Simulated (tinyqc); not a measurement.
# Charge-trap memory cell: threshold shift against programming time

Channel, tunnel oxide, storage layer, blocking layer, gate. N electrons per area sit in a sheet at the centroid and shift the threshold by U = (q/eps0) N (tb/eb + xc tn/en). EOT = t1 + 3.9 (tn/en + tb/eb); tunnel field F = (Vg - U)/EOT; dN/dt = eta (J/q)(1 - N/Nm). Fowler-Nordheim: J = A F^2 exp(-B/F), A = q^2/(16 pi^2 hbar mo phi) (times 1e14 for A/cm^2 with F in V/nm, emitter mass m0), B = (4/3) sqrt(mo/C) phi^1.5, C = hbar^2/(2 m0).

The rate equation is integrated from N = 0 to the digits shown; blocking field (3.9 F + q N/eps0)/eb.

Inputs (values chosen for the exercise); oxide values close to those of silicon dioxide, storage layer close to silicon nitride, blocking layer close to aluminium oxide:

| symbol | value | unit | meaning |
|---|---|---|---|
| phi | 3.16 | eV | tunnel barrier |
| mo | 0.47 | m0 | tunnelling mass |
| t1 | 3.6 | nm | tunnel oxide (permittivity 3.9) |
| tn | 6.5 | nm | storage layer |
| en | 7.2 |  | its relative permittivity |
| tb | 11.8 | nm | blocking layer |
| eb | 9 |  | its relative permittivity |
| xc | 0.59 |  | charge centroid, share of tn counted from the blocking side |
| eta | 0.74 |  | capture efficiency of an empty layer |
| Nm | 1.2e13 | cm^-2 | trap density |
| Vg | 14.9 | V | gate voltage less flat band and surface potential |

Constants: q = 1.602176634e-19 C, hbar = 1.054571817e-34 J s, m0 = 9.1093837015e-31 kg, eps0 = 8.8541878128e-14 F/cm where lengths are in cm, hbar^2/(2 m0) = 0.0380998212 eV nm^2. Results are converted to the units shown.

Result of one run:
```
t (s)      N/Nm    U (V)  F (V/nm)  blocking field (V/nm)
7.4e-7  0.01713  0.06857     1.212                 0.5295
```

What becomes of these results when the time t is changed from 7.4e-7 to 0.13 s, all else the same?

Result of the changed run:
```
t (s)    N/Nm  U (V)  F (V/nm)  blocking field (V/nm)
0.13   0.9585  3.838    0.9042                 0.6231
```

The whole series:
```
t (s)       N/Nm    U (V)  F (V/nm)  blocking field (V/nm)
7.4e-7   0.01713  0.06857     1.212                 0.5295
4.2e-6   0.07676   0.3073     1.193                 0.5354
2.3e-5    0.2181   0.8730     1.147                 0.5494
0.00013   0.4052    1.622     1.085                 0.5681
0.00073   0.5829    2.334     1.027                 0.5857
0.0041    0.7374    2.952    0.9766                 0.6011
0.023     0.8650    3.463    0.9348                 0.6138
0.13      0.9585    3.838    0.9042                 0.6231
0.72      0.9983    3.997    0.8912                 0.6271
```

U rises from 0.0686 to 4.00 V, by 0.214 V a decade at the end. The traps are 99.8 % full, so filling caps the shift at 4.00 V. The blocking field reaches 6.27 MV/cm, where electrons may escape to the gate, which the model leaves out.

Range of the model: The Fowler-Nordheim form needs F t1 above phi; trap-assisted paths and leakage through the blocking layer are left out.

tinyqc, about 0.04 s, one thread, Intel Xeon 2.30GHz (shared host): `OMP_NUM_THREADS=1 python tinyqc.py 2130090 2130091 out.jsonl`
